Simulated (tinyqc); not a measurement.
Energy and delay of logic against supply voltage: two steps of the calculation.

One expression serves below and above threshold: I(Vg) = Ik [ln(1 + exp((Vg - VT + dd V)/(al nf Vt)))]^al, with I_on = I(V) and I_off = I(0). Gate delay td = kd C V/I_on, clock period LD td. Per gate and cycle the switching energy is act C V^2 and the leakage energy I_off V LD td. No short-circuit current, no variation. Minima are sought above 0.09 V; below a few Vt gates no longer switch and the model has no meaning.

Inputs (values chosen for the exercise); values of the order met in logic technologies:
- T = 300 K (temperature)
- VT = 0.29 V (threshold voltage at zero drain bias)
- nf = 1.23 (slope factor)
- dd = 0.09 (barrier lowering per volt of supply)
- Ik = 0.49 uA (specific current of a gate)
- al = 1.84 (exponent of the current law)
- C = 0.45 fF (load capacitance of a gate)
- kd = 0.8 (delay factor)
- LD = 30 (logic depth)
- act = 0.3 (activity factor)
- V = 0.76 V (supply voltage)

Constants: q = 1.602176634e-19 C, kB = 1.380649e-23 J/K, Vt = kB T/q. Results are converted to the units shown.

Problem 1. Currents, delay and energies. I_on, I_off, td, clock frequency 1/(LD td), both energies and their sum.

Wanted: I_on; I_off; td; clock frequency; switching energy; leakage energy; energy.

Solution 1.

I_on = 29.09 uA
I_off = 0.4515 nA
td = 9.405 ps
clock frequency = 3.544 GHz
switching energy = 77.98 aJ
leakage energy = 0.09681 aJ
energy = 78.07 aJ

I_on/I_off = 64400; leakage makes up 0.124 % of the energy.

Problem 2. New V. Minimum-energy supply: E(V) is the energy per gate and cycle; with h = 0.001 V, E' = (E(V + h) - E(V - h))/(2 h), E'' = (E(V - h) - 2 E(V) + E(V + h))/h^2, V(new) = V - E'/E''.

V after iteration 1 = 0.12560902 V

Wanted: E'; E''; V after iteration 2.

Solution 2.

E' = -15.963 aJ/V
E'' = 617.70 aJ/V^2
V after iteration 2 = 0.15145 V

Computed by the program tinyqc: `OMP_NUM_THREADS=1 python tinyqc.py 2082003 2082004 out.jsonl`, one thread of a shared Intel Xeon 2.30GHz, about 0.01 s for the whole run.
